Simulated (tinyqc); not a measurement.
## Gap and radiative efficiency from Jsc and Voc

Problem. Photon flux above E from a black body at temperature T into a hemisphere: Phi(E, T) = A sum_k exp(-k E/th)[E^2 th/k + 2 E th^2/k^2 + 2 th^3/k^3], k = 1, 2, ..., with th = kB T/q in eV and A = 2 pi q^3/(h^3 c^2). A cell with a sharp absorption edge has Jsc = q fs X Phi(Eg, Ts) and Voc = Vt ln(1 + Jsc/J0), J0 = q ge Phi(Eg, T)/ERE. Find Eg and ERE.

Parameters, values chosen for the exercise: cell temperature T = 320 K; temperature of the black-body sun Ts = 5500 K; share of the hemisphere filled by the sun fs = 2.16e-5; concentration X = 1000; number of faces that emit ge = 2.

Constants: q = 1.602176634e-19 C, kB = 1.380649e-23 J/K, h = 6.62607015e-34 J s, c = 299792458 m/s, Vt = kB T/q. Results are converted to the units shown.

Jsc = 24498.6818 mA/cm^2
Voc = 1.50357609 V

Solution. Phi falls steadily with E, so Jsc fixes Eg; Voc gives J0, and its ratio to the radiative dark current is 1/ERE.

Eg = 1.630 eV
ERE = 1.000

Computed by the program tinyqc: `OMP_NUM_THREADS=1 python tinyqc.py 2820122 2820123 out.jsonl`, one thread of a shared Intel Xeon 2.30GHz, about 0.01 s for the whole run.
